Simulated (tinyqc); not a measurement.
Two-junction solar cell, detailed-balance limit: one step of the calculation.

The top cell takes all photons above E1, the bottom cell those between E2 and E1. Each cell follows J = Jsc - J0 (exp(V/Vt) - 1) with J0 = q ge Phi(gap, T)/ERE; light emitted by one cell and absorbed by the other is left out. In series both carry one current; wired apart (four terminals) each works at its own maximum power point. Efficiencies are counted against Pin = fs X sigma Ts^4.

Question. Maximum power, in series and apart. In series V(J) = Vt [ln((J1 - J)/J01 + 1) + ln((J2 - J)/J02 + 1)], and J V(J) is largest where V = J Vt [1/(J1 - J + J01) + 1/(J2 - J + J02)]. Apart, each cell has (1 + v) exp(v) = 1 + Jsc/J0 at its maximum power point, v = Vmp/Vt.

Inputs (values chosen for the exercise):
- T = 298 K (cell temperature)

Constants: q = 1.602176634e-19 C, kB = 1.380649e-23 J/K, Vt = kB T/q. Results are converted to the units shown.

J1 = 27.714591 mA/cm^2
J2 = 38.171557 mA/cm^2
J01 = 1.0105820e-21 mA/cm^2
J02 = 6.3156344e-8 mA/cm^2
Pin = 134.82034 mW/cm^2

Give: series Jmp; series Vmp; series efficiency; top cell alone; bottom cell behind it.

Answer.

series Jmp = 27.29 mA/cm^2
series Vmp = 1.707 V
series efficiency = 34.54 %
top cell alone = 24.70 %
bottom cell behind it = 11.90 %

Wired apart the cells give 36.60 %; the series connection loses 2.1 points of that.

tinyqc, about 0.01 s, one thread, Intel Xeon 2.30GHz (shared host): `OMP_NUM_THREADS=1 python tinyqc.py 2820118 2820119 out.jsonl`
